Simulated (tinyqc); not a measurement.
Charge-trap memory cell: two steps of the calculation.

Channel, tunnel oxide, storage layer, blocking layer, gate. N electrons per area sit in a sheet at the centroid and shift the threshold by U = (q/eps0) N (tb/eb + xc tn/en). EOT = t1 + 3.9 (tn/en + tb/eb); tunnel field F = (Vg - U)/EOT; dN/dt = eta (J/q)(1 - N/Nm). Fowler-Nordheim: J = A F^2 exp(-B/F), A = q^2/(16 pi^2 hbar mo phi) (times 1e14 for A/cm^2 with F in V/nm, emitter mass m0), B = (4/3) sqrt(mo/C) phi^1.5, C = hbar^2/(2 m0).

Values chosen for this exercise; oxide values close to those of silicon dioxide, storage layer close to silicon nitride, blocking layer close to aluminium oxide:
```
symbol   value   unit                                                      meaning
phi       3.03     eV                                               tunnel barrier
mo        0.42     m0                                              tunnelling mass
t1         3.7     nm                              tunnel oxide (permittivity 3.9)
tn         6.5     nm                                                storage layer
en         7.2                                           its relative permittivity
tb          14     nm                                               blocking layer
eb           9                                           its relative permittivity
xc        0.68         charge centroid, share of tn counted from the blocking side
eta       0.53                                capture efficiency of an empty layer
Nm      6.7e12  cm^-2                                                 trap density
Vg        16.4      V            gate voltage less flat band and surface potential
d0      3.6e-8      s                                              first time step
gr         1.4                                                  growth of the step
n           11                                                               steps
```

Constants: q = 1.602176634e-19 C, hbar = 1.054571817e-34 J s, m0 = 9.1093837015e-31 kg, eps0 = 8.8541878128e-14 F/cm where lengths are in cm, hbar^2/(2 m0) = 0.0380998212 eV nm^2. Results are converted to the units shown.

Task 1. Constants of the stack. EOT, the shift for 1e12 electrons per cm^2, the shift with all traps full, and the starting field, current and rate.

Give: EOT; shift for 1e12 cm^-2; shift with all traps full; F(0); J(0); dN/dt at the start.

Result 1.

EOT = 13.287 nm
shift for 1e12 cm^-2 = 0.39256 V
shift with all traps full = 2.6302 V
F(0) = 1.2342 V/nm
J(0) = 1.1226 A/cm^2
dN/dt at the start = 3.7137e18 cm^-2 s^-1

Task 2. Midpoint steps of growing length. N(half) = N + (d/2) r(N), N(new) = N + d r(N(half)), r = dN/dt; the step starts at d0 and is multiplied by gr each time. Field in the blocking layer (3.9 F + q N/eps0)/eb.

Wanted: t; N; U; F; blocking field.

Result 2.

```
step      t (s)  N (cm^-2)   U (V)  F (V/nm)  blocking field (V/nm)
0             0          0  0.0000    1.2342                0.53484
1     3.6000e-8  1.2800e11  0.0502    1.2305                0.53577
2     8.6400e-8  2.9068e11  0.1141    1.2257                0.53696
3     1.5696e-7  4.9213e11  0.1932    1.2197                0.53843
4     2.5574e-7  7.3435e11  0.2883    1.2125                0.54020
5     3.9404e-7  1.0166e12  0.3991    1.2042                0.54226
6     5.8766e-7  1.3354e12  0.5242    1.1948                0.54459
7     8.5872e-7  1.6846e12  0.6613    1.1845                0.54714
8     1.2382e-6  2.0570e12  0.8075    1.1735                0.54986
9     1.7695e-6  2.4446e12  0.9597    1.1620                0.55269
10    2.5133e-6  2.8400e12  1.1149    1.1503                0.55558
11    3.5546e-6  3.2365e12  1.2705    1.1386                0.55848
```

Range of the model: The Fowler-Nordheim form needs F t1 above phi; trap-assisted paths and leakage through the blocking layer are left out.

Computed by the program tinyqc: `OMP_NUM_THREADS=1 python tinyqc.py 2130076 2130077 out.jsonl`, one thread of a shared Intel Xeon 2.30GHz, about 0.09 s for the whole run.
